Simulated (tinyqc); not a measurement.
Inside a calculation. Method: sp3 tight binding, zinc-blende lattice. Computed by tinyqc, a small Python program that keeps every step. Command: `OMP_NUM_THREADS=1 python tinyqc.py 21918 21919 out.jsonl` (the two numbers bound the seeds that draw the settings). One thread of a shared host (Intel(R) Xeon(R) Processor @ 2.60GHz), about 0.01 s of CPU time with the checks.

## Bloch Hamiltonian at k

Parameters chosen for this model: zinc-blende lattice, anion at 0, cation at a/4 (1,1,1); V = eta hbar^2 / (m d^2), hbar^2/m = 7.619964 eV angstrom^2:
```
parameter          value      unit
a               4.640000  angstrom
d               2.009179  angstrom
Es anion      -14.100000        eV
Ep anion       -7.340000        eV
Es cation     -10.170000        eV
Ep cation      -5.280000        eV
eta ss         -1.400000
eta sp          1.840000
eta pp sigma    3.240000
eta pp pi      -0.810000
V ss           -2.642675        eV
V sp            3.473230        eV
V pp sigma      6.115905        eV
V pp pi        -1.528976        eV
```

k point k (2 pi / a): 0.7800  0.2600  -0.3100

Slater-Koster rules over the four bonds with direction cosines (l, m, n): ss V_ss; s-px l V_sp; px-s -l V_sp; px-px l^2 V_pps + (1 - l^2) V_ppp; px-py l m (V_pps - V_ppp); each times exp(i k.d).

H(k) at k (eV), lower triangle (Hermitian):
```
                  a s             a px             a py            a pz
a s          -14.1000
a px           0.0000          -7.3400
a py           0.0000           0.0000          -7.3400
a pz           0.0000           0.0000           0.0000         -7.3400
c s   -2.9042+1.8483i  -0.5049+6.1211i  -3.2410+0.9536i  2.6488-1.1668i
c px   0.5049-6.1211i   1.1202-0.7129i  -3.3661+1.4828i  4.1186-1.2119i
c py   3.2410-0.9536i  -3.3661+1.4828i   1.1202-0.7129i  0.6417-7.7787i
c pz  -2.6488+1.1668i   4.1186-1.2119i   0.6417-7.7787i  1.1202-0.7129i

           c s     c px     c py     c pz
c s   -10.1700
c px    0.0000  -5.2800
c py    0.0000   0.0000  -5.2800
c pz    0.0000   0.0000   0.0000  -5.2800
```

## Levels at k

Diagonalise the Hermitian matrix.

eigenvalues (eV): -19.6498  -17.6445  -15.2343  -15.0623  -1.5948  0.3235  2.4566  4.2756

weights |c|^2 of the basis functions:
```
      band 1  band 2  band 3  band 4  band 5  band 6  band 7  band 8
a s   0.6412  0.0209  0.0545  0.0035  0.1990  0.0710  0.0001  0.0100
a px  0.0326  0.1120  0.2912  0.0353  0.1659  0.2625  0.0023  0.0982
a py  0.0001  0.1798  0.1698  0.1836  0.0347  0.0590  0.2039  0.1690
a pz  0.0004  0.1851  0.0215  0.3347  0.0182  0.0307  0.2350  0.1743
c s   0.1463  0.2496  0.1509  0.0109  0.3274  0.1005  0.0002  0.0143
c px  0.1125  0.0362  0.1577  0.0233  0.1935  0.3547  0.0028  0.1193
c py  0.0339  0.1124  0.0926  0.1785  0.0402  0.0800  0.2577  0.2047
c pz  0.0330  0.1039  0.0617  0.2302  0.0211  0.0417  0.2980  0.2103
```

## Bloch Hamiltonian at G

k point G (2 pi / a): 0  0  0

As before.

H(k) at G (eV), lower triangle:
```
           a s     a px     a py     a pz       c s     c px     c py     c pz
a s   -14.1000
a px    0.0000  -7.3400
a py    0.0000   0.0000  -7.3400
a pz    0.0000   0.0000   0.0000  -7.3400
c s   -10.5707   0.0000   0.0000   0.0000  -10.1700
c px    0.0000   4.0773   0.0000   0.0000    0.0000  -5.2800
c py    0.0000   0.0000   4.0773   0.0000    0.0000   0.0000  -5.2800
c pz    0.0000   0.0000   0.0000   4.0773    0.0000   0.0000   0.0000  -5.2800
```

## Levels at G

As before.

eigenvalues (eV): -22.8868  -10.5154  -10.5154  -10.5154  -2.1046  -2.1046  -2.1046  -1.3832

## Bands along a path

The same steps at evenly spaced points between the labelled ones.

Bands along the path (eV):
```
k           band 1    band 2    band 3    band 4   band 5   band 6   band 7   band 8
L         -20.1493  -18.3349  -13.5192  -13.5192  -2.5523   0.8992   0.8992   4.1464
L-G 0.20  -20.7498  -17.4188  -13.2884  -13.2884  -2.4535   0.6684   0.6684   3.7321
L-G 0.40  -21.6012  -15.6416  -12.6445  -12.6445  -2.2004   0.0245   0.0245   2.5532
L-G 0.60  -22.2890  -13.5223  -11.7442  -11.7442  -1.9040  -0.8758  -0.8758   0.8253
L-G 0.80  -22.7330  -11.4882  -10.8881  -10.8881  -1.7485  -1.7319  -1.7319  -0.9203
G         -22.8868  -10.5154  -10.5154  -10.5154  -2.1046  -2.1046  -2.1046  -1.3832
G-X 0.20  -22.6802  -11.4109  -11.4109  -10.9958  -2.0040  -1.2099  -1.2091  -1.2091
G-X 0.40  -22.0676  -13.2265  -13.2265  -12.2592  -1.7190  -0.8441   0.6065   0.6065
G-X 0.60  -21.0778  -14.9592  -14.9592  -13.9583  -1.3160  -0.5380   2.3392   2.3392
G-X 0.80  -19.8022  -16.1399  -16.1399  -15.7530  -0.8988  -0.4359   3.5199   3.5199
X         -18.8435  -16.8999  -16.5551  -16.5551  -0.6101  -0.5365   3.9351   3.9351
X-W 0.20  -18.8435  -16.8999  -16.5551  -16.5551  -0.6101  -0.5365   3.9351   3.9351
X-W 0.40  -18.8435  -16.8999  -16.5551  -16.5551  -0.6101  -0.5365   3.9351   3.9351
X-W 0.60  -18.8435  -16.8999  -16.5551  -16.5551  -0.6101  -0.5365   3.9351   3.9351
X-W 0.80  -18.8435  -16.8999  -16.5551  -16.5551  -0.6101  -0.5365   3.9351   3.9351
W         -18.8435  -16.8999  -16.5551  -16.5551  -0.6101  -0.5365   3.9351   3.9351
```

With 4 band(s) filled, the highest filled level on these points lies at G and the lowest empty one at L: a gap of 7.9631 eV, indirect.
